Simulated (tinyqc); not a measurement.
# One electron in a tunnel-coupled double dot: charge qubit, sensing and quantum capacitance, step by step

Computed by the program tinyqc: `OMP_NUM_THREADS=1 python tinyqc.py 2470115 2470116 out.jsonl`, one thread of a shared Intel Xeon 2.30GHz, about 0.01 s for the whole run. Printed values are rounded.

Basis (left, right), H = [[ep/2, tc], [tc, -ep/2]], splitting Om = sqrt(ep^2 + 4 tc^2), ep = al times the gate voltage. In equilibrium the electron is on the right with the chance P_R = [1 + (ep/Om) tanh(Om/2 kB T)]/2.

Parameters, values chosen for the exercise:
```
symbol   value  unit                                   meaning
tc          53   ueV                           tunnel coupling
T         0.29     K                      electron temperature
al        0.42  eV/V     lever arm of the gate on the detuning
Cp        0.87    pF    parasitic capacitance of the resonator
f0         358   MHz                       resonator frequency
Q          143                           loaded quality factor
se         3.7   ueV  deviation of quasi-static detuning noise
ep      -182.1   ueV                                  detuning
```

Constants: q = 1.602176634e-19 C, kB = 1.380649e-23 J/K, hbar = 1.054571817e-34 J s, h = 6.62607015e-34 J s, Vt = kB T/q. Results are converted to the units shown.

## Splitting and occupation

Also the frequency Om/h, the mixing angle arctan2(2 tc, ep) and the weight of the right dot in the ground state, (1 + ep/Om)/2.

Om = 210.705 ueV
Om/h = 50.9481 GHz
mixing angle = 149.796 degree
ground-state weight = 0.0678784
kB T = 24.9903 ueV
P_R = 0.0680666

## Capacitance seen by a resonator

q^2 al^2 dP_R/d(ep) splits into Cq = q^2 al^2 (2 tc^2/Om^3) tanh(Om/2 kB T) and Ct = q^2 al^2 (ep/Om)^2/(4 kB T cosh^2(Om/2 kB T)); Ct appears only if relaxation is faster than the drive. A resonator of frequency f0, capacitance Cp and quality factor Q shifts by df = -f0 Cq/(2 Cp) and its phase by -2 Q Cq/Cp.

Cq = 16.9660 aF
Ct = 0.183985 aF
df = -3.49071 kHz
phase shift = -319.558 millidegree

## Dephasing by charge noise

Noise in ep shifts Om by (ep/Om) d + (2 tc^2/Om^3) d^2. For Gaussian d of deviation se the spread of Om is sqrt[(ep se/Om)^2 + 2 (2 tc^2 se^2/Om^3)^2], and T2* is estimated as sqrt(2) hbar/spread; Om T2*/h counts the oscillations within T2*.

first-order spread = 3.19770 ueV
second-order spread = 0.0116273 ueV
T2* = 0.291099 ns
oscillations within T2* = 14.8309

At ep = 0 the first-order term vanishes and T2* would be 10.2 ns.
